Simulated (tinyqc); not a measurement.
# Changing the aspect ratio of the trench

Model: chemical vapour deposition: Grove model, boundary layer, depletion and step coverage. Computed by tinyqc, a small Python program. Command: `OMP_NUM_THREADS=1 python tinyqc.py 3031336 3031337 out.jsonl cvd sweep`. One thread of a shared host (Intel(R) Xeon(R) Processor @ 2.30GHz), about 0.03 s of CPU time with the checks.

A precursor diffuses to the surface and reacts there at first order; each molecule that reacts adds one formula unit of film.

Inputs (values chosen for the exercise, close to those used for silicon dioxide from an alkoxysilane):

| quantity | value | unit |
|---|---|---|
| prefactor k0 of k_s | 3e+09 | cm/s |
| activation energy E | 1.83 | eV |
| temperature T | 700 | C |
| total pressure p | 190 | torr |
| mole fraction of the precursor Y | 0.0013 | - |
| gas diffusivity D0 at 273.15 K and 760 torr | 0.28 | cm^2/s |
| precursor mass M | 208 | u |
| trench width w | 0.77 | um |

Reactor: horizontal, reduced pressure.

Constants: k_B = 1.380649e-23 J/K; u = 1.6605390666e-27 kg; k_B = 8.617333262e-05 eV/K.

Method:
- k_s = k0 exp(-E/(k_B T)); C_g = Y p/(k_B T), 1 torr = 133.322 Pa; D = D0 (T/273.15)^1.75 (760/p).
- Temperatures in kelvin are T(C) + 273.15.
- Mean speed c = sqrt(8 k_B T/(pi M)); reactive sticking probability beta = 4 k_s/c.
- In a long trench of width w and depth l = aspect ratio x w: Knudsen diffusivity D_K = (2w) c/3 (hydraulic diameter 2w), combined as 1/D_e = 1/D_K + 1/D; D_e d2C/dz2 = 2 k_s C/w with D_e dC/dz = -k_s C at the floor. With m = sqrt(2 k_s/(w D_e)): C(floor)/C(top) = 1/[cosh(m l) + (k_s/(D_e m)) sinh(m l)].

One run for each value:

| aspect ratio of the trench | step coverage | modulus m l |
|---|---|---|
| 2.0 | 0.99967 | 0.0210 |
| 3.7 | 0.99904 | 0.0388 |
| 7.0 | 0.99692 | 0.0735 |
| 13.0 | 0.99006 | 0.1364 |
| 24.0 | 0.96784 | 0.2519 |
| 46.0 | 0.89169 | 0.4828 |
| 86.0 | 0.69385 | 0.9027 |
| 160.0 | 0.35869 | 1.6794 |
| 300.0 | 0.08520 | 3.1488 |

Describe and explain the trends.

Over the rows, step coverage falls from 1.000 to 0.0852 (exponent d ln y / d ln x -0.0010 between the first rows and -2.3 between the last); modulus m l rises from 0.0210 to 3.15 (exponent d ln y / d ln x about 1.00 throughout). The exponent of modulus m l stays at 1: the modulus is proportional to depth. Coverage stays near 1 while m l is below about 0.3 and falls as 1/cosh(m l) beyond.

Caution (all rows): the hydraulic-diameter form of D_K is rough for a slit.
